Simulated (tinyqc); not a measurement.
Plane-wave Kohn-Sham cycle with exchange-only LDA in a layered model solid, step by step. One step of it, computed by the program tinyqc.

Problem. Iteration 2: levels at that k. Diagonalise the Hermitian matrix.

H (hartree), order -2, -1, +0, +1, +2:
$$\begin{pmatrix}
0.093884 & -0.259144 & -0.019022 & -0.000493 & -0.000184 \\
-0.259144 & -0.106319 & -0.259144 & -0.019022 & -0.000493 \\
-0.019022 & -0.259144 & -0.146360 & -0.259144 & -0.019022 \\
-0.000493 & -0.019022 & -0.259144 & -0.026238 & -0.259144 \\
-0.000184 & -0.000493 & -0.019022 & -0.259144 & 0.254046
\end{pmatrix}$$

Give: eigenvalues.

Solution.

eigenvalues (hartree): [-0.544, -0.220, 0.074, 0.315, 0.444]
